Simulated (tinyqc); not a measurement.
Two branches across an indirect gap: complex band structure along [001] in sp3s* tight binding.

For k = (0, 0, kz) the phase sums are g0 = cos(phi) and g3 = i sin(phi), phi = kz a/4, and the s, pz, s* orbitals of anion (a) and cation (c) decouple from px, py. With z = exp(i phi), H(z) = H0 + z T + T^T/z for any complex z. H0 is diagonal (Esa, Epa, Exa, Esc, Epc, Exc). The anion-cation block is B(z) = z U + W/z and the cation-anion block z W^T + U^T/z, where U has Vss/2 (s,s), Vsapc/2 (s,z), -Vscpa/2 (z,s), Vxx/2 (z,z), Vxapc/2 (s*,z), -Vpaxc/2 (z,s*), and W has the same values with the s-z and s*-z signs reversed. |z| = 1 is a band state, |z| < 1 decays along [001] as exp(-kappa d) over a distance d, kappa = -(4/a) ln|z|. No spin-orbit coupling.

Parameters, chosen for this exercise (out of a larger set: near a published set for Si, fitted to gaps, whose masses and valley positions are rough (light masses up to twice too heavy); not measured data): p = (-4.191, 1.706, -4.191, 1.706, 6.671, 6.671, -8.297, 1.711, 4.585, 5.731, 5.731, 5.389, 5.389) eV (order Esa, Epa, Esc, Epc, Exa, Exc, Vss, Vxx, Vxy, Vsapc, Vscpa, Vxapc, Vpaxc); a = 5.433 angstrom (lattice constant); Eg = 1.158 eV (top of the energy range, the indirect gap).

Ev = -0.00500 eV

The smallest kappa with Re kz = 0 and the smallest with Re kz > 0, at energies E from Ev; a dash: no such root.

Decay constants:
```
E/Eg  E (eV)  kappa at Gamma (1/angstrom)  kappa off Gamma (1/angstrom)  its Re kz (2 pi/a)
0.05  0.0579                       0.0520                        0.4403               0.722
0.20  0.2316                       0.1022                        0.4069               0.723
0.35  0.4053                       0.1327                        0.3694               0.724
0.50  0.5790                       0.1557                        0.3264               0.725
0.65  0.7527                       0.1742                        0.2751               0.727
0.80  0.9264                       0.1894                        0.2096               0.728
0.90  1.0422                       0.1981                        0.1491               0.729
0.97  1.1233                       0.2036                        0.0821               0.730
```

How do the results move, and what explains it?

The branch from the valence band at Gamma decays more slowly below E/Eg of about 0.83, and the branch from the conduction valley above. The two differ in Re kz, so passing from one to the other needs kz from an abrupt interface, a steep field, a phonon or a defect. Valleys off the [001] axis, such as L, are not seen on these branches.

Program tinyqc; command `OMP_NUM_THREADS=1 python tinyqc.py 1482806 1482807 out.jsonl`; about 0.01 s on one thread of a shared Intel(R) Xeon(R) Processor @ 2.30GHz.
